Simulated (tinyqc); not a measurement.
Chip with leakage that grows with temperature, electro-thermal loop and runaway: two steps of the calculation.

One temperature T for the device, T = T0 + Rth P(T), with P(T) = Pd + Pl (T/300 K)^2 exp[(q Ea/kB)(1/(300 K) - 1/T)]. The loop gain is Rth dP/dT; a solution is thermally stable when it is below one.

Parameters, values chosen for the exercise:
```
symbol,value,unit,meaning
T0,340,K,ambient temperature
Pd,0.89,W,temperature-independent switching power
Pl,0.00795,W,leakage power at 300 K
Ea,0.43,eV,activation energy of the leakage
Rth,30,K/W,thermal resistance
```

Constants: q = 1.602176634e-19 C, kB = 1.380649e-23 J/K. Results are converted to the units shown.

Task 1. Temperature by substitution. P(T) = Pd + Pl (T/300 K)^2 exp[(q Ea/kB)(1/(300 K) - 1/T)]; T(new) = T0 + Rth P(T).

T at the start = 340 K

Find: P; T after iteration 1.

Result 1.

P = 0.96226 W
T after iteration 1 = 368.87 K

Task 2. Loop gain and effective thermal resistance. P(T) = Pd + Pl (T/300 K)^2 exp[(q Ea/kB)(1/(300 K) - 1/T)]; P'(T) = (P - Pd)(2/T + q Ea/(kB T^2)); G = Rth P'. A small change of T0 changes T by 1/(1 - G) times as much.

converged T = 378.79943 K

Give: P; G; dT/dT0.

Result 2.

P = 1.2933 W
G = 0.48465
dT/dT0 = 1.9404

The feedback is positive: heating raises the power. A second, unstable solution lies at 418.9 K; above it the temperature runs away.

Program tinyqc, `OMP_NUM_THREADS=1 python tinyqc.py 2520059 2520060 out.jsonl`; Intel Xeon 2.30GHz, shared host, one thread, about 0.01 s.
